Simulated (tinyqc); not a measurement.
Spectrum around the optical phonon: single-oscillator infrared dielectric function of a polar cubic crystal. Computed by tinyqc, a small Python program. Command: `OMP_NUM_THREADS=1 python tinyqc.py 3023093 3023094 out.jsonl infrared walk`. One thread of a shared host (Intel(R) Xeon(R) Processor @ 2.30GHz), about 0.01 s of CPU time with the checks.

One ion pair, charges +Z* and -Z*, in a cell of volume Omega = a^3/4. Frequencies omega are given as wavenumbers (1/cm); eps_s is the static dielectric constant.

Inputs (values chosen for the exercise, for a model crystal):

| quantity | value | unit |
|---|---|---|
| lattice constant a | 4.62 | angstrom |
| mass M_A | 41.7 | u |
| mass M_B | 63.7 | u |
| omega_TO | 175 | 1/cm |
| Born charge Z* | 1.98 | e |
| eps_inf | 8.89 | - |
| phonon damping gamma | 5.1 | 1/cm |

Structure: rock salt. Free carriers: absent.

Constants: nu for 1 eV/(angstrom^2 u) = 15.6333042 THz; 1 THz = 33.35640952 1/cm; e^2/(4 pi eps_0) = 14.39964548 eV angstrom.

Method:
- mu = M_A M_B/(M_A + M_B); ionic plasma term W^2 = 4 pi Z*^2 (e^2/(4 pi eps_0))/(Omega mu) in eV/(angstrom^2 u), turned into 1/cm by W = 15.6333042 x 33.35640952 x sqrt(W^2); omega_LO^2 = omega_TO^2 + W^2/eps_inf; eps_s = eps_inf + W^2/omega_TO^2; Szigeti charge 3 Z*/(eps_inf + 2); longitudinal (Callen) charge Z*/eps_inf.
- eps(omega) = eps_inf + W^2/(omega_TO^2 - omega^2 - i gamma omega); n + i k = sqrt(eps) with k >= 0; R = |(n + i k - 1)/(n + i k + 1)|^2 at normal incidence from vacuum.
- The loss function is Im(-1/eps).

omega_LO = 256.029 1/cm

W = 557.219 1/cm

Spectrum:

| omega (1/cm) | Re eps | Im eps | R | Im(-1/eps) |
|---|---|---|---|---|
| 87.5 | 22.403 | 0.26254 | 0.42402 | 5.2302e-04 |
| 149 | 45.451 | 3.2980 | 0.55072 | 0.0015881 |
| 170 | 152.59 | 72.223 | 0.74019 | 0.0025343 |
| 175 | 8.89 | 347.89 | 0.85778 | 0.0028726 |
| 195 | -32.324 | 5.5388 | 0.94416 | 0.0051499 |
| 216 | -10.387 | 1.3247 | 0.93095 | 0.012081 |
| 240 | -2.5967 | 0.52121 | 0.83788 | 0.074303 |
| 256 | 0.0085861 | 0.33215 | 0.23477 | 3.0087 |
| 261 | 0.61973 | 0.29359 | 0.021173 | 0.62431 |
| 271 | 1.6458 | 0.23384 | 0.017215 | 0.084628 |
| 294 | 3.3307 | 0.14935 | 0.085547 | 0.013436 |
| 384 | 6.2331 | 0.044536 | 0.18321 | 0.0011463 |
| 640 | 8.0708 | 0.0070558 | 0.22972 | 1.0832e-04 |

R peaks among these rows at 195 per cm with 0.94 and is lowest, 0.017, at 271; far above omega_LO it tends to ((sqrt(eps_inf) - 1)/(sqrt(eps_inf) + 1))^2 = 0.248. Im eps is largest at 175 and the loss function at 256: absorption marks the TO mode and the loss function the LO mode. Re eps is negative in some rows, where R averages 0.90.

Extremes, crossings and ranges named in words are read from the listed rows.
